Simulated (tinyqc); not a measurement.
What moves the coefficients: Boltzmann transport in a parabolic band with a power-law relaxation time.

F_j(eta) = (1/Gamma(j + 1)) integral_0^infinity x^j dx/(1 + exp(x - eta)), which tends to exp(eta) for eta << 0.

n = N F_1/2(eta) with N = 2 (m kB T/(4 pi c))^(3/2) with c = hbar^2/2m0, in 1/angstrom^3; times 1e24 for 1/cm^3, m = md.

tau = tau0 x^r with x = E/kT. With K_j = Gamma(j + 1) F_j(eta): <tau> = tau0 (r + 3/2) K_(r+1/2)/((3/2) K_(1/2)); mu = <tau>/(mc m0/e), m0/e = 5.685630e-12 kg/C; Hall factor rH = (3/2) K_(1/2) (2r + 3/2) K_(2r+1/2)/((r + 3/2) K_(r+1/2))^2; Seebeck S = -(kB/e) [(r + 5/2) K_(r+3/2)/((r + 3/2) K_(r+1/2)) - eta]; Lorenz number L = (kB/e)^2 [(r + 7/2) K_(r+5/2)/((r + 3/2) K_(r+1/2)) - ((r + 5/2) K_(r+3/2)/((r + 3/2) K_(r+1/2)))^2]; kB/e in V/K. Valley anisotropy is left out of rH.

Constants: hbar^2/2m0 = 3.80998211 eV angstrom^2; kB = 8.617333262e-05 eV/K.

Parameters, chosen for this exercise (masses near those of InP; tau0 is set for a mobility of the usual size at this n, kL is a free input; freeze-out and phonon drag, which matter near 77 K, are left out; not measured data): md = 0.079 m0 (density-of-states mass); mc = 0.0792 m0 (conductivity mass); tau0 = 36 fs (tau at E = kT); r = 0 (exponent of tau); T = 400 K; kL = 110 W/(m K) (lattice thermal conductivity); n = 4.5e+18 1/cm^3 (electron density).

sigma = e n mu with e = 1.602176634e-19 C; ZT = S^2 sigma T/(kL + L sigma T).

One parameter was then changed.

Results before and after:

| case | mu (cm^2/(V s)) | sigma (S/cm) | S (microvolt/K) | ZT |
|---|---|---|---|---|
| base | 799.5 | 576.4 | -106.1 | 0.00235 |
| changed | 614.7 | 443.2 | -106.1 | 0.00181 |

Which of these changes was made? (a) kL = 55 W/(m K); (b) T = 450 K; (c) md = 0.103 m0; (d) mc = 0.103 m0; (e) n = 9e+18 1/cm^3; (f) tau0 = 54 fs.

Answer: (d) mc = 0.103 m0. Of the candidates, run in turn, only this one gives the changed row.

All candidates:

| case | mu (cm^2/(V s)) | sigma (S/cm) | S (microvolt/K) | ZT |
|---|---|---|---|---|
| base | 799.5 | 576.4 | -106.1 | 0.00235 |
| md = 0.103 m0 | 799.5 | 576.4 | -130.6 | 0.00356 |
| mc = 0.103 m0 | 614.7 | 443.2 | -106.1 | 0.00181 |
| n = 9e+18 1/cm^3 | 799.5 | 1153 | -70.8 | 0.00208 |
| tau0 = 54 fs | 1199 | 864.6 | -106.1 | 0.00352 |
| kL = 55 W/(m K) | 799.5 | 576.4 | -106.1 | 0.00468 |
| T = 450 K | 799.5 | 576.4 | -116.6 | 0.00319 |

The row for T keeps tau0 fixed; for phonon scattering tau0 itself falls as T rises.

Program tinyqc; command `OMP_NUM_THREADS=1 python tinyqc.py 1651061 1651062 out.jsonl`; about 0.01 s on one thread of a shared Intel(R) Xeon(R) Processor @ 2.30GHz.
